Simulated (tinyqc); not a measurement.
# Absorption edge of a degenerate semiconductor, band filling against gap narrowing: what changes with what

n-type, parabolic bands, full ionisation. eta = (EF - Ec)/kB T solves N = Nc F12(eta), F12(x) = (2/sqrt(pi)) int_0^infinity sqrt(u)/(1 + exp(u - x)) du. The gap shrinks rigidly by dEg = a3 y^(1/3) + a4 y^(1/4) + a2 y^(1/2), y = N/1e18 cm^-3, an empirical law that is here taken as the true narrowing.

Inputs (values chosen for the exercise); band and dielectric values close to those of gallium nitride: temperature T = 300 K; band gap Eg = 3.34 eV; conduction-band density of states at 300 K, from me Nc = 2.23e18 cm^-3; electron mass me = 0.199 m0; hole mass mh = 0.995 m0; coefficient of (N/1e18)^(1/3) a3 = 16 meV; coefficient of (N/1e18)^(1/4) a4 = 12.4 meV; coefficient of (N/1e18)^(1/2) a2 = 4.1 meV.

Constants: q = 1.602176634e-19 C, kB = 1.380649e-23 J/K, Vt = kB T/q. Results are converted to the units shown.

Each table varies one quantity; the others keep the values above.

## The optical edge against doping

Vertical transitions need an empty final state: the edge is taken where the state lies 4 kB T below EF, E_opt = Eg - dEg + (1 + me/mh) max(eta - 4, 0) kB T; wavelength h c/(q E_opt).

The optical edge against doping:
```
N (cm^-3)        eta  dEg (meV)  filling shift (meV)  E_opt (eV)
4.6e17        -1.506      25.34                    0       3.315
8.9e17       -0.7782      31.30                    0       3.309
1.7e18     -0.004661      38.60                    0       3.301
3.4e18        0.9498      48.46                    0       3.292
6.6e18         2.092      60.42                    0       3.280
1.3e19         3.681      75.95                    0       3.264
2.5e19         5.913      95.01                59.35       3.304
4.9e19         9.396      120.1                167.4       3.387
9.6e19         14.79      152.2                334.9       3.523
1.9e20         23.37      194.5                601.0       3.746
```

E_opt goes from 3.31 through a minimum of 3.26 (at N = 1.3e19 cm^-3 among the rows listed) to 3.75 eV, against Eg = 3.34 eV; the filling shift is 0 while eta is below 4. At the end narrowing grows as N^(0.36) and EF - Ec as N^(0.67). Filling therefore wins at high density. For N = 4.9e19, 9.6e19, 1.9e20 EF lies more than 0.2 eV in the band, where non-parabolicity lowers it markedly.

## Approximations to the Fermi level

With u = N/Nc: Boltzmann ln u; Joyce-Dixon ln u + 0.353553 u - 4.95009e-3 u^2 + 1.48386e-4 u^3 - 4.42563e-6 u^4; degenerate limit (3 sqrt(pi) u/4)^(2/3). The Einstein ratio is D/(mu Vt) = F12/Fm, Fm(x) = dF12/dx = (1/sqrt(pi)) int_0^infinity u^(-1/2)/(1 + exp(u - x)) du.

Approximations to the Fermi level:
```
N (cm^-3)      N/Nc       eta  Boltzmann  Joyce-Dixon  degenerate  D/(mu Vt)
1.2e17     0.053812   -2.9033    -2.9223      -2.9033     0.17232     1.0190
2.7e17      0.12108   -2.0686    -2.1113      -2.0686     0.29589     1.0427
6e17        0.26906   -1.2181    -1.3128      -1.2181     0.50387     1.0944
1.4e18      0.62780  -0.24548   -0.46553     -0.24548     0.88642     1.2182
3e18         1.3453   0.76363    0.29661      0.76363      1.4733     1.4587
6.8e18       3.0493    2.1508     1.1149       2.1508      2.5423     1.9973
1.5e19       6.7265    4.0976     1.9060       4.0963      4.3081     3.0358
3.4e19       15.247    7.3195     2.7244       7.2509      7.4337     5.0374
7.6e19       34.081    12.643     3.5287       9.7319      12.709     8.5168
```

Read the table: what changes, and by how much?

Boltzmann is within 0.1 of eta up to N/Nc = 0.27, Joyce-Dixon within 0.01 up to 6.7, and the degenerate limit is off by 0.065 in the last row. The Einstein ratio rises from 1.02 to 8.52: degenerate carriers diffuse faster for the same mobility.

Range of the model: Band tails, non-parabolic bands and incomplete ionisation are left out.

Program tinyqc, `OMP_NUM_THREADS=1 python tinyqc.py 2330070 2330071 out.jsonl`; Intel Xeon 2.30GHz, shared host, one thread, about 0.01 s.
